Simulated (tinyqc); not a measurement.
# Gap difference from the gain at two temperatures

Problem. When back injection limits the gain, beta = b exp(-dE/(kB T)) with dE the gap reduction of the emitter less that of the base and b constant. Find dE and beta at 300 K.

Constants: q = 1.602176634e-19 C, kB = 1.380649e-23 J/K. Results are converted to the units shown.

T (K): [220, 400]
beta: [77.943222, 614.65270]

Answer. ln beta is a straight line in 1/T with slope -dE/kB.

dE = 0.08700 eV
beta at 300 K = 265.0

Program tinyqc, `OMP_NUM_THREADS=1 python tinyqc.py 2320103 2320104 out.jsonl`; Intel Xeon 2.30GHz, shared host, one thread, about 0.01 s.
